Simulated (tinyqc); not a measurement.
Photoconductance decay in a wafer: bulk and surface recombination modes, and iron detection by pair splitting: one step, computed by the program tinyqc. Command: `OMP_NUM_THREADS=1 python tinyqc.py 3111728 3111729 out.jsonl pcd walk`. One thread of a shared host (Intel(R) Xeon(R) Processor @ 2.30GHz), about 0.01 s of CPU time with the checks.

Both faces of the wafer have the same S; injection is low and all coefficients are constant. x runs from -W/2 to W/2.

Question. Effective lifetime. Even modes cos(a x) obey b tan b = S W/(2 D) with b = a W/2, odd modes sin(a x) obey -b cot b = S W/(2 D); each decays at the rate 1/tau_b + D a^2. tau_eff is the decay time of the first mode. The surface time is 1/(D a^2) of that mode; shortcuts for it are W/(2 S), W^2/(pi^2 D) and their sum, whose error is sum/surface time - 1.

Inputs (values chosen for the exercise, modelled on p-type silicon):
```
quantity                          value         unit
thickness W                         150   micrometre
diffusivity D                      25.5       cm^2/s
bulk lifetime tau_b without iron   2300  microsecond
surface recombination velocity S   1700         cm/s
```

Give: tau_eff; surface time; W/(2 S); W^2/(pi^2 D); error of the sum; tau_eff/tau_b.

Answer.

tau_eff = 5.1573 microsecond

surface time = 5.1689 microsecond

W/(2 S) = 4.4118 microsecond

W^2/(pi^2 D) = 0.89401 microsecond

error of the sum = 2.6487 %

tau_eff/tau_b = 0.0022423

The surfaces are slow against diffusion, so W/(2 S) is the larger part. tau_eff is only 0.0022 of tau_b, so it understates the bulk lifetime.
